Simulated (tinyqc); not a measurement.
Electromigration in a confined line: Blech product, Korhonen stress evolution and Black's law: one step, computed by the program tinyqc.

The electron wind pushes atoms from the cathode (x = 0) to the anode (x = L); blocking ends build a back stress (tension positive). The input rho is taken not to change with temperature. d sigma/dt = d/dx [kappa (d sigma/dx + G)], with zero flux at both ends and sigma = sigma_0 at t = 0.

Question. Stress along the line. sigma(x, t) = sigma_0 + G L [1/2 - x/L - 4 sum_(m odd) cos(m pi x/L) exp(-m^2 pi^2 s)/(m pi)^2], s = t/tau, summed to m = 399. Steady state: sigma_0 + G L (1/2 - x/L). Take x/L = 0, 0.1, 0.2, 0.3, 0.4, 0.6, 0.8 and 1.

Inputs (values chosen for the exercise, close to those used for aluminium lines):
```
quantity                            value  unit
critical stress sigma_c               310   MPa
initial stress sigma_0                120   MPa
line length L                          90    um
test temperature T                    350     C
time as a fraction of L^2/kappa, s   0.06     -
```

Start: thermal stress.

stress gradient G = 25.56385 MPa/um

Give: Stress (MPa).

Answer.

Stress (MPa):
```
x/L  at time s  steady state
0.0      754.1          1270
0.1      549.5          1040
0.2      393.1           810
0.3      277.5           580
0.4      191.1           350
0.6       48.9          -110
0.8     -153.1          -570
1.0     -514.1         -1030
```

Caution: stresses above sigma_c are formal, since a void forms first.
